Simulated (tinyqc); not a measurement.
# Silicon n-p-n transistor, Gummel numbers and transit times: what changes with what

One-dimensional n-p-n transistor in the forward active mode at low injection. In the base p(x) = NB exp(-eta x/wb) and ni(x)^2 = ni^2 exp((g0 + g1 x/wb)/Vt); electrons leave the base at vsat; band spikes at the emitter junction and recombination inside the emitter are ignored.

Parameters, values chosen for the exercise; band and dielectric values close to those of silicon: temperature T = 300 K; band gap Eg = 1.11 eV; relative permittivity eps_r = 11.6; conduction-band density of states at T Nc = 2.81e19 cm^-3; valence-band density of states at T Nv = 2.65e19 cm^-3; saturation velocity vsat = 9.93e6 cm/s; neutral base width wb = 240 nm; base doping at the emitter edge NB = 6e17 cm^-3; doping falls as exp(-eta x/wb) eta = 0; gap reduction at the emitter edge of the base g0 = 0 eV; further gap reduction across the base (linear) g1 = 0 eV; electron diffusion coefficient in the base Dn = 11 cm^2/s; emitter doping NE = 1.2e20 cm^-3; gap reduction in the emitter (negative: wider gap) gE = 0.095 eV; neutral emitter width we = 61 nm; hole diffusion coefficient in the emitter Dp = 1.1 cm^2/s; recombination velocity at the emitter contact Se = 50000 cm/s; electron lifetime in the base tb = 7e-7 s; collector doping NC = 1.2e16 cm^-3; collector-base reverse bias VCB = 0.3 V; emitter junction capacitance Cj = 1.1 fF/um^2; emitter plus collector resistance Rc = 40 ohm um^2; hole mobility in the base mp = 84 cm^2/(V s).

Constants: q = 1.602176634e-19 C, kB = 1.380649e-23 J/K, Vt = kB T/q, eps0 = 8.8541878128e-14 F/cm where lengths are in cm. Results are converted to the units shown.

Each table varies one quantity; the others keep the values above.

## Cut-off frequency against collector current

f(x) = p(x) ni^2/ni(x)^2; I(x) = integral from x to wb of f/Dn, plus f(wb)/vsat; base Gummel number GB = I(0); electron density per unit flux n/(J/q) = I/f; base transit time tauB = integral of I/f over the base. ni = sqrt(Nc Nv) exp(-Eg/(2 Vt)), Eg in volts; JC = J0 exp(VBE/Vt), J0 = q ni^2/GB; collector layer one-sided, Wc = sqrt(2 eps0 eps_r (Vbc + VCB)/(q NC)), Vbc = Vt ln(NB exp(-eta) NC/ni^2), Cjc = eps0 eps_r/Wc, tauC = Wc/(2 vsat). Delay 1/(2 pi fT) = tauE + tauB + tauC + tauR with tauE = Vt (Cj + Cjc)/JC and tauR = Rc Cjc. Charge stored in the emitter is left out. The Kirk effect, also left out, sets in near JC = q NC vsat. n(0) = (JC/q) I(0)/f(0).

The same in every row: tauB (ps) = 28.60; tauC (ps) = 1.735; tauR (ps) = 0.01192.

Results:

| JC (mA/um^2) | VBE (V) | tauE (ps) | fT (GHz) | JC/(q NC vsat) | n(0)/NB |
|---|---|---|---|---|---|
| 0.00064 | 0.7449 | 56.47 | 1.833 | 0.003352 | 0.001520 |
| 0.0013 | 0.7632 | 27.80 | 2.737 | 0.006809 | 0.003087 |
| 0.0027 | 0.7821 | 13.39 | 3.639 | 0.01414 | 0.006411 |
| 0.0056 | 0.8009 | 6.454 | 4.325 | 0.02933 | 0.01330 |
| 0.012 | 0.8206 | 3.012 | 4.771 | 0.06286 | 0.02849 |
| 0.024 | 0.8386 | 1.506 | 4.997 | 0.1257 | 0.05699 |
| 0.1 | 0.8755 | 0.3614 | 5.183 | 0.5238 | 0.2374 |
| 0.21 | 0.8946 | 0.1721 | 5.215 | 1.100 | 0.4986 |

Estimate the missing row, JC = 0.049 mA/um^2.

Computed row:

| JC (mA/um^2) | VBE (V) | tauE (ps) | fT (GHz) | JC/(q NC vsat) | n(0)/NB |
|---|---|---|---|---|---|
| 0.049 | 0.8570 | 0.7376 | 5.120 | 0.2567 | 0.1163 |

With this row back in the table: fT rises from 1.83 to 5.22 GHz as the charging time falls as 1/JC; its limit for vanishing tauE is 5.24 GHz, of which the largest delay is tauB (94.2 %). tauE equals the other delays together at JC = 0.00119 mA/um^2. For JC = 0.21 JC nears or passes q NC vsat, where base push-out would lower fT. For JC = 0.1, 0.21 the electron density at the emitter edge exceeds a fifth of NB, beyond low injection.

## Effect of the base doping at the emitter edge

ni = sqrt(Nc Nv) exp(-Eg/(2 Vt)), Eg in volts; GE = NE exp(-gE/Vt)(we/Dp + 1/Se); JC = J0 exp(VBE/Vt), J0 = q ni^2/GB; gain limited by back injection GE/GB, by base recombination tb/tauB, together 1/beta = the sum of the inverses; collector layer one-sided, Wc = sqrt(2 eps0 eps_r (Vbc + VCB)/(q NC)), Vbc = Vt ln(p(wb) NC/ni^2), Cjc = eps0 eps_r/Wc; Early voltage VA = GB q p(wb)/(f(wb) Cjc [1/Dn - (eta + g1/Vt)/(wb vsat)]), f(wb) = p(wb) exp(-(g0 + g1)/Vt), p(wb) = NB exp(-eta); tauC = Wc/(2 vsat). Peak fT here means 1/(2 pi (tauB + tauC + Rc Cjc)); base sheet resistance 1/(q mp times the integral of p).

The same in every row: tb/tauB = 2.448e4; tauB (ps) = 28.60.

Effect of the base doping at the emitter edge:

| NB (cm^-3) | GB (s/cm^4) | GE/GB | beta | VA (V) | tauC (ps) | peak fT (GHz) | base sheet resistance (kohm) |
|---|---|---|---|---|---|---|---|
| 7.5e16 | 1.712e11 | 454.0 | 445.8 | 9.875 | 1.693 | 5.252 | 41.28 |
| 1.3e17 | 2.967e11 | 261.9 | 259.2 | 17.23 | 1.704 | 5.250 | 23.82 |
| 2.2e17 | 5.022e11 | 154.8 | 153.8 | 29.34 | 1.715 | 5.248 | 14.07 |
| 3.6e17 | 8.217e11 | 94.59 | 94.23 | 48.30 | 1.725 | 5.246 | 8.600 |
| 6.2e17 | 1.415e12 | 54.92 | 54.80 | 83.71 | 1.736 | 5.245 | 4.994 |
| 1e18 | 2.283e12 | 34.05 | 34.01 | 135.8 | 1.745 | 5.243 | 3.096 |
| 1.8e18 | 4.109e12 | 18.92 | 18.90 | 246.0 | 1.757 | 5.241 | 1.720 |
| 3e18 | 6.848e12 | 11.35 | 11.35 | 412.4 | 1.767 | 5.239 | 1.032 |

As NB goes from 7.5e16 to 3e18, beta falls from 446 to 11.3, VA rises from 9.87 to 412 V, the peak fT stays near 5.25 GHz and the base sheet resistance falls from 41.3 to 1.03 kohm. The product beta VA changes by a factor of 1.06. Back injection limits the gain in every row. For NB = 7.5e16 the collector doping exceeds a tenth of the base doping at that edge, so the one-sided formulas are rough.

Range of the model: Heavy doping makes emitter or base degenerate; gE and g0 are to be read as apparent gap changes that include this.

Computed by the program tinyqc: `OMP_NUM_THREADS=1 python tinyqc.py 2320003 2320004 out.jsonl`, one thread of a shared Intel Xeon 2.30GHz, about 0.01 s for the whole run.
